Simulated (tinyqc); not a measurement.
Admittance spectroscopy of a deep trap: one step of the calculation.

Schottky contact on an n-type layer with shallow donors Nd (all ionised) and a donor-like deep trap, neutral when filled and positive when empty; depletion approximation. Traps within lam of the depletion edge stay filled. The traps at xt = W - lam, where the level crosses the Fermi level, follow a slow signal and not a fast one. w = 2 pi f.

Problem. Admittance at the signal frequency. Emission rate en = sn vth(T) Nc(T) exp(-Et/kB T) = sn g T^2 exp(-Et/kB T), g = vth Nc/(300 K)^2, as vth goes as T^0.5 and Nc as T^1.5 (degeneracy factor 1). Inflection frequency w0 = 2 en [1 + Nt xt/(Nd W)]; C = C_HF + (C_LF - C_HF)/(1 + (w/w0)^2), G/w = (C_LF - C_HF)(w/w0)/(1 + (w/w0)^2).

Values chosen for this exercise; material values close to those of silicon: conduction-band density of states at 300 K Nc = 2.85e19 cm^-3; thermal velocity at 300 K vth = 2.4e7 cm/s; shallow donor density Nd = 5.5e15 cm^-3; depth of the trap below the conduction edge Et = 0.3 eV; capture cross-section sn = 8.1e-15 cm^2; trap density Nt = 5.3e14 cm^-3; signal frequency f = 6800 Hz; temperature T = 185 K.

Constants: q = 1.602176634e-19 C, kB = 1.380649e-23 J/K. Results are converted to the units shown.

W = 404.82095 nm
xt = 202.72379 nm
C_HF = 25.371359 nF/cm^2
C_LF = 26.535718 nF/cm^2

Wanted: en; w0/(2 pi); C; G/w.

Solution.

en = 14159 1/s
w0/(2 pi) = 4724.4 Hz
C = 25.750 nF/cm^2
G/w = 0.54560 nF/cm^2

The signal lies near the inflection, where the loss is largest.

tinyqc, about 0.01 s, one thread, Intel Xeon 2.30GHz (shared host): `OMP_NUM_THREADS=1 python tinyqc.py 2050126 2050127 out.jsonl`
